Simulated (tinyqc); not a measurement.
Gated two-dimensional channel with two bands, quantum capacitance: one step of the calculation.

phi is the Fermi level above the lowest band edge, in volts; Vg is counted from the gate voltage at which an empty channel would have phi = 0. The channel has no thickness; trap charge is -q Dit phi.

Problem. Charge and capacitances at the solution. D1 = gv md m0 q/(pi hbar^2), D2 = g2 m2 m0 q/(pi hbar^2) per eV; n1 = D1 Vt ln(1 + exp(phi/Vt)), n2 = D2 Vt ln(1 + exp((phi - E2)/Vt)), n = n1 + n2; Cq = q dn/dphi = q [D1/(1 + exp(-phi/Vt)) + D2/(1 + exp((E2 - phi)/Vt))]. 1/C_G = 1/Cox + 1/(Cq + q Dit); dphi/dVg = Cox/(Cox + Cq + q Dit).

Values chosen for this exercise; lowest band close to that of monolayer WS2:
- T = 400 K (temperature)
- md = 0.307 m0 (in-plane mass)
- gv = 2 (valley degeneracy)
- m2 = 0.49 m0 (in-plane mass of a second band, chosen freely)
- g2 = 2 (valley degeneracy of that band, chosen freely)
- E2 = 0.11 eV (second band edge above the first)
- Dit = 0 cm^-2 eV^-1 (density of traps)

Constants: q = 1.602176634e-19 C, kB = 1.380649e-23 J/K, hbar = 1.054571817e-34 J s, m0 = 9.1093837015e-31 kg, Vt = kB T/q. Results are converted to the units shown.

converged phi = -0.036456559 V
Cox = 0.37040019 uF/cm^2

Give: n; Cq; C_G; dphi/dVg.

Solution.

n = 2.835e12 cm^-2
Cq = 11.52 uF/cm^2
C_G = 0.3589 uF/cm^2
dphi/dVg = 0.03116

Cq is 31.1 times Cox, so C_G is 96.9 % of Cox.

Program tinyqc, `OMP_NUM_THREADS=1 python tinyqc.py 2200058 2200059 out.jsonl`; Intel Xeon 2.30GHz, shared host, one thread, about 0.01 s.
